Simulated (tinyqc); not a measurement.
Sp3 tight binding, zinc-blende lattice, step by step. One step of it, computed by the program tinyqc.

Question. Bloch Hamiltonian at k. Slater-Koster rules over the four bonds with direction cosines (l, m, n): ss V_ss; s-px l V_sp; px-s -l V_sp; px-px l^2 V_pps + (1 - l^2) V_ppp; px-py l m (V_pps - V_ppp); each times exp(i k.d).

Parameters chosen for this model: zinc-blende lattice, anion at 0, cation at a/4 (1,1,1); V = eta hbar^2 / (m d^2), hbar^2/m = 7.619964 eV angstrom^2:

| parameter | value | unit |
|---|---|---|
| a | 5.060000 | angstrom |
| d | 2.191044 | angstrom |
| Es anion | -14.480000 | eV |
| Ep anion | -8.800000 | eV |
| Es cation | -11.150000 | eV |
| Ep cation | -7.060000 | eV |
| eta ss | -1.400000 |  |
| eta sp | 1.840000 |  |
| eta pp sigma | 3.240000 |  |
| eta pp pi | -0.810000 |  |
| V ss | -2.222177 | eV |
| V sp | 2.920575 | eV |
| V pp sigma | 5.142753 | eV |
| V pp pi | -1.285688 | eV |

k point k (2 pi / a): -0.450000  0.490000  -0.330000

Give: H(k) at k.

Answer.

H(k) at k (eV):
```
                a s           a px          a py           a pz
a s         -14.480          0.000         0.000          0.000
a px          0.000         -8.800         0.000          0.000
a py          0.000          0.000        -8.800          0.000
a pz          0.000          0.000         0.000         -8.800
c s   -4.216-1.990i  -1.768-2.732i  1.559+3.100i  -2.648-1.825i
c px   1.768+2.732i   1.626+0.768i  3.365+2.319i  -1.981-3.940i
c py  -1.559-3.100i   3.365+2.319i  1.626+0.768i   2.247+3.472i
c pz   2.648+1.825i  -1.981-3.940i  2.247+3.472i   1.626+0.768i

                c s           c px           c py           c pz
a s   -4.216+1.990i   1.768-2.732i  -1.559+3.100i   2.648-1.825i
a px  -1.768+2.732i   1.626-0.768i   3.365-2.319i  -1.981+3.940i
a py   1.559-3.100i   3.365-2.319i   1.626-0.768i   2.247-3.472i
a pz  -2.648+1.825i  -1.981+3.940i   2.247-3.472i   1.626-0.768i
c s         -11.150          0.000          0.000          0.000
c px          0.000         -7.060          0.000          0.000
c py          0.000          0.000         -7.060          0.000
c pz          0.000          0.000          0.000         -7.060
```
